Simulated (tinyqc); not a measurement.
Pump-down curve: gas flow in a process chamber: flow regimes, conductance, effective pumping speed, pump-down, outgassing and purge. Computed by tinyqc, a small Python program. Command: `OMP_NUM_THREADS=1 python tinyqc.py 3120598 3120599 out.jsonl pump walk`. One thread of a shared host (Intel(R) Xeon(R) Processor @ 2.30GHz), about 0.07 s of CPU time with the checks.

Ideal gas, isothermal flow, a pump of constant speed at the end of a round pipe; process gas, volume gas and outgassing are given the same properties. 1 sccm = 101325 Pa x 1e-6 m^3/60 s x T/273.15 K.

Inputs (values chosen for the exercise, modelled on oxygen near room temperature):
```
quantity                     value            unit
molar mass M                    32           g/mol
molecular diameter            0.36              nm
viscosity eta                 20.6   micropascal s
temperature T                  300               K
chamber volume V               5.9               L
wall area                     0.54             m^2
pipe diameter d                  4              cm
pipe length l                   16              cm
pump speed S                    12             L/s
outgassing rate after 1 h  1.7e-06  Pa m^3/(s m^2)
outgassing exponent n         0.93               -
starting pressure p0          1600              Pa
```

Constants: k_B = 1.380649e-23 J/K; u = 1.6605390666e-27 kg.

Method:
- Mean speed c = sqrt(8 k_B T/(pi m)); aperture conductance C_a = c pi d^2/16; molecular pipe C_m = C_a/(1 + 3 l/(4 d)) (Dushman form); viscous pipe C_v = pi d^4 p_mean/(128 eta l); Knudsen interpolation C = C_v + C_m (1 + x)/(1 + 1.24 x), x = d p_mean sqrt(m/(k_B T))/eta.
- Effective speed 1/S_eff = 1/S + 1/C_m; time constant V/S_eff; pressure at which the free path k_B T/(sqrt2 pi d_m^2 p) equals d.
- Pump-down: V dp/dt = -S_eff(p) p + q(t) A, with S_eff = S p_2/p, where p_2 solves C((p + p_2)/2) (p - p_2) = S p_2 at each moment, and q(t) = q_1 (1 h/(t + 10 s))^n; integrated adaptively. At long times p = q(t) A/S_eff.
- S_eff(p) is tabulated at 260 pressures and interpolated in ln p. Comparison columns: p0 exp(-t/time constant) with the molecular S_eff (0 below 1e-26 p0), and the outgassing limit.

time constant = 0.660279 s

S_eff in molecular flow = 8.93562 L/s

Pressure against time:
```
t (s)       p (Pa)  S_eff (L/s)  volume gas only (Pa)  outgassing limit (Pa)
0.3     8.6951e+02       11.991            1.0158e+03             2.3831e-02
1       2.0988e+02       11.964            3.5187e+02             2.2417e-02
3       4.1109e+00       10.744            1.7017e+01             1.9192e-02
10      1.3409e-02        8.909            4.2333e-04             1.2856e-02
30      6.8662e-03        8.921            2.9635e-17             6.7478e-03
100     2.6504e-03        8.930                     0             2.6338e-03
300     1.0071e-03        8.933                     0             1.0049e-03
1000    3.3524e-04        8.935                     0             3.3501e-04
3600    1.0249e-04        8.935                     0             1.0247e-04
20000   2.0842e-05        8.936                     0             2.0841e-05
100000  4.6670e-06        8.936                     0             4.6670e-06
```

What follows from these numbers?

From t = 10 s on the pressure is within 20 % of the outgassing limit, which falls only as (t + 10 s)^-0.93: walls, not volume, set the time to base pressure. Early on viscous flow raises S_eff to 12.0 L/s, 1.3 times its molecular value.
